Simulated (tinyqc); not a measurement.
Inside a calculation. Method: lattice vibrations of a chain. One step of it, computed by the program tinyqc.

Problem. Frequencies. omega^2 are the eigenvalues; wavenumber = 521.4708 sqrt(eigenvalue) 1/cm.

D(q) (eV/(angstrom^2 u)):
```
[[0.091043, -0.035647, -0.007267+0.057520i],
 [-0.035647, 0.070640, -0.053222],
 [-0.007267-0.057520i, -0.053222, 0.138614]]
```

Give: eigenvalues; wavenumbers; weights |e|^2 of the mass-weighted modes.

Solution.

eigenvalues: [0.0105, 0.0933, 0.1965]

wavenumbers (1/cm): [53.4, 159.3, 231.1]

weights |e|^2 of the mass-weighted modes, order atom 1, atom 2, atom 3:
```
[[0.3163, 0.4518, 0.2319],
 [0.4517, 0.4056, 0.1428],
 [0.2320, 0.1426, 0.6254]]
```
